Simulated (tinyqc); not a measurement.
Inside a calculation. Model: input admittance of a MOSFET at zero drain bias: distributed channel and distributed gate.

Numbers from tinyqc (`OMP_NUM_THREADS=1 python tinyqc.py 2262080 2262081 out.jsonl`; about 0.01 s on one thread of a shared Intel Xeon 2.30GHz). Printed values are rounded.

Source and drain grounded, strong inversion, w = 2 pi f, Cox = eps0 eox/tox. The channel is an RC line of resistance 1/(mu Cox Vo) per square fed from both ends, so one finger has the intrinsic admittance y = i w Cox L tanh(g)/g per width, g = (1/2) sqrt(i w tau), tau = L^2/(mu Vo). The vertical resistance rv/L is in series with y, the overlaps 2 i w Cov in parallel: y_t = 1/(1/y + rv/L) + 2 i w Cov. The gate strip is a line of Rsh/L per length loaded by y_t, so a finger has Y = y_t Wf tanh(k)/k, k = (Wf/sd) sqrt(y_t Rsh/L); the device has Nf Y.

Parameters, values chosen for the exercise; values of the order met in silicon radio-frequency transistors:

| symbol | value | unit | meaning |
|---|---|---|---|
| eox | 3.9 |  | relative permittivity of the gate insulator (close to silicon dioxide) |
| tox | 3.3 | nm | insulator thickness |
| L | 0.9 | um | channel length |
| Wf | 0.75 | um | finger width |
| Nf | 32 |  | number of fingers |
| mu | 310 | cm^2/(V s) | channel mobility |
| Vo | 0.54 | V | gate overdrive |
| Rsh | 9.3 | ohm/square | sheet resistance of the gate |
| rv | 3.9 | ohm um^2 | vertical resistivity of the gate stack |
| sd | 1 |  | number of ends at which a finger is contacted |
| Cov | 0.15 | fF/um | overlap and fringe capacitance on each side |
| f | 9.5 | GHz | frequency |

Constants: eps0 = 8.8541878128e-14 F/cm where lengths are in cm. Results are converted to the units shown.

## Low-frequency resistances and capacitance

Low-frequency limits, with c = Cox L and ct = c + 2 Cov: R_strip = Rsh Wf/(3 sd^2 L Nf), R_ch = (c/ct)^2 L/(12 mu Cox Vo Wf Nf), R_vert = (c/ct)^2 rv/(L Wf Nf), C = ct Wf Nf.

parts (ohm): strip 0.08072917, channel 16.75551, vertical 0.1695795
sum = 17.00582 ohm
C = 233.2233 fF
1/(2 pi R C) = 40.12829 GHz

The channel term is the largest, 98.5 % of the sum.

## Admittance of the channel and stack per width

tau, g, c = Cox L, y and y_t as defined.

tau = 48.38710 ps
g = 0.6008576+0.6008576i
c = 9.417636 fF/um
y = 124.7796+526.1415i uS/um
y_t = 125.9098+543.4773i uS/um

w tau = 2.89, and Im y is 0.936 of w c.

## Input impedance of the device

k and Y as defined; Z = 1/(Nf Y) = R + 1/(i w C); Q = |Im Z|/R; signal at the point farthest from a contact |1/cosh k|.

k = 0.04457847+0.03543147i
Nf Y = 3.03482+13.03708i mS
R = 16.93770 ohm
C = 230.2475 fF
Q = 4.295831
signal at the far point = 0.9996334

R is 0.40 % below its low-frequency limit and C is 1.3 % below its own.
